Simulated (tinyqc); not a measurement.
Floating body of a partially depleted SOI transistor: body voltage and kink: one step of the calculation.

Source at 0 V. Channel current Ic = 2 nf K Vt^2 [F(0) - F(Vd)](1 + la Vd), F(V) = ln^2(1 + exp((Vg - VT - nf V)/(2 nf Vt))), VT = VT0 - gb Vb. Saturation voltage Vs = 2 Vt sqrt(F(0)) + 3 Vt, excess Ve = (Vd - Vs + sqrt((Vd - Vs)^2 + 0.0004 V^2))/2, multiplication M1 = Ai Ve exp(-Bl/Ve). Each junction passes D(v) = J1 (exp(v/Vt) - 1) + J2 (exp(v/(2 Vt)) - 1). Bipolar current Ib = bb J1 (exp(Vb/Vt) - 1). The body settles where M1 (Ic + Ib) = D(Vb) + D(Vb - Vd) + Vb/Rb; drain current Id = (1 + M1)(Ic + Ib) - D(Vb - Vd).

Task. New Vb. Current into the body I_in = M1 (Ic + Ib) - D(Vb - Vd), current out I_out = D(Vb) + Vb/Rb; f = ln(I_in/I_out), s = df/dVb by central differences over 1e-5 V, Vb(new) = Vb - f/s.

Inputs (values chosen for the exercise); values of the order met in partially depleted silicon-on-insulator transistors: temperature T = 358 K; threshold at zero body voltage VT0 = 0.38 V; fall of the threshold per volt of body voltage gb = 0.24; slope factor nf = 1.26; gain factor per width K = 140 uA/(V^2 um); channel-length modulation factor la = 0.04 1/V; impact-ionisation prefactor Ai = 2.13 1/V; impact-ionisation voltage Bl = 7.7 V; diffusion saturation current of each junction J1 = 2.7e-11 uA/um; recombination saturation current of each junction J2 = 1.9e-7 uA/um; gain of the lateral bipolar transistor on the diffusion current bb = 0; resistance of a weak body tie to the source (1e9 stands for no tie, and the term is then dropped) Rb = 1e9 kohm um; gate voltage Vg = 0.86 V; drain voltage Vd = 1.7 V.

Constants: q = 1.602176634e-19 C, kB = 1.380649e-23 J/K, Vt = kB T/q. Results are converted to the units shown.

Vb at the start = 0.57 V

Wanted: Ic; Ve; M1; I_in; I_out; f; s; Vb after iteration 1.

Result.

Ic = 22.57 uA/um
Ve = 1.118 V
M1 = 0.002430
I_in = 0.05487 uA/um
I_out = 0.004808 uA/um
f = 2.435
s = -26.40 1/V
Vb after iteration 1 = 0.6622 V

Range of the model: The multiplication law is an empirical form chosen for the exercise; self-heating and capacitive coupling to the body are left out, and the linear laws are rough once Vb passes about 0.7 V or M1 about 0.1.

Program tinyqc, `OMP_NUM_THREADS=1 python tinyqc.py 2182173 2182174 out.jsonl`; Intel Xeon 2.30GHz, shared host, one thread, about 0.2 s.
